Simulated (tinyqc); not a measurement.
# Short-channel transistor, virtual-source model with series resistance, step by step

Numbers from tinyqc (`OMP_NUM_THREADS=1 python tinyqc.py 2380132 2380133 out.jsonl`; about 0.01 s on one thread of a shared Intel Xeon 2.30GHz). Printed values are rounded.

The current per gate width is the charge at the top of the source barrier (the virtual source) times its velocity times a saturation function; al and be are fitting constants of the model. Units: I in uA/um, Rs in ohm um, so I Rs = 1e-6 I Rs in volts; Q in uC/cm^2, so I = 1e-4 Q vx0 Fsat with vx0 in cm/s.

Values chosen for this exercise:
- T = 350 K (temperature)
- Cinv = 1.63 uF/cm^2 (inversion capacitance)
- vx0 = 3.08e7 cm/s (velocity at the virtual source)
- mu = 1400 cm^2/(V s) (apparent mobility)
- L = 20 nm (channel length)
- VT0 = 0.399 V (threshold at zero drain voltage)
- dl = 0.183 V/V (drain-induced barrier lowering)
- n0 = 1.42 (subthreshold factor)
- nd = 0 1/V (growth of n with drain voltage)
- al = 3.5 (threshold shift (in units of Vt) from weak to strong inversion)
- be = 1.6 (sharpness of saturation)
- Rs = 50 ohm um (series resistance of each contact)
- Vgs = 0.5 V (gate voltage)
- Vds = 0.8 V (drain voltage)

Constants: q = 1.602176634e-19 C, kB = 1.380649e-23 J/K, Vt = kB T/q. Results are converted to the units shown.

## Iteration 1: current through the series resistance

I at the start = 0 uA/um

Intrinsic voltages Vg' = Vgs - I Rs, Vd' = Vds - 2 I Rs. n = n0 + nd Vd', VT = VT0 - dl Vd', Ff = 1/(1 + exp((Vg' - VT + al Vt/2)/(al Vt))), Q = Cinv n Vt ln(1 + exp((Vg' - VT + al Vt Ff)/(n Vt))), Vdsat = (vx0 L/mu)(1 - Ff) + Vt Ff, Fsat = u/(1 + u^be)^(1/be) with u = Vd'/Vdsat, and I(out) = Q vx0 Fsat per width. (Fsat takes the sign of u.) I(new) = I(out).

Vg' = 0.5 V
Vd' = 0.8 V
VT = 0.2526 V
Ff = 0.0550111
Q = 0.412916 uC/cm^2
Vdsat = 0.0432387 V
Fsat = 0.994179
I(out) = 1264.38 uA/um
I after iteration 1 = 1264.38 uA/um

## Iteration 2: current through the series resistance

As before.

Vg' = 0.436781 V
Vd' = 0.673562 V
VT = 0.275738 V
Ff = 0.116544
Q = 0.283762 uC/cm^2
Vdsat = 0.0423871 V
Fsat = 0.992589
I(out) = 867.511 uA/um
I after iteration 2 = 867.511 uA/um

## Course of the iteration: current through the series resistance

Stop when I changes by less than 1e-7 uA/um, or after 80 iterations.

Course of the iteration:
```
iteration  I (uA/um)  |change| (uA/um)
1            1264.38              1260
2            867.511               397
3            988.938               121
4            951.419              37.5
5            962.979              11.6
6            959.414              3.57
7            960.513              1.10
8            960.174             0.339
9            960.279             0.104
...              ...               ...
13           960.255           9.44e-4
14           960.254           2.91e-4
15           960.254           8.98e-5
16           960.254           2.77e-5
17           960.254           8.54e-6
18           960.254           2.63e-6
19           960.254           8.11e-7
20           960.254           2.50e-7
21           960.254           7.71e-8
```

Converged in 21 iterations. At the end each change is about 0.31 times the one before, with alternating sign: linear convergence.

## What the series resistance costs

converged I = 960.254 uA/um
I0 = 1264.38 uA/um

Intrinsic voltages Vg' = Vgs - I Rs, Vd' = Vds - 2 I Rs. n = n0 + nd Vd', VT = VT0 - dl Vd', Ff = 1/(1 + exp((Vg' - VT + al Vt/2)/(al Vt))), Q = Cinv n Vt ln(1 + exp((Vg' - VT + al Vt Ff)/(n Vt))), Vdsat = (vx0 L/mu)(1 - Ff) + Vt Ff, Fsat = u/(1 + u^be)^(1/be) with u = Vd'/Vdsat, and I = Q vx0 Fsat per width. I0 is the current for Rs = 0. Effective velocity I/Q; transit time L Q/I.

loss against I0 = 24.0532 %
effective velocity = 3.05851e7 cm/s
transit time = 0.0653913 ps

The carriers leave the virtual source at 99.3 % of vx0: the device is in saturation.
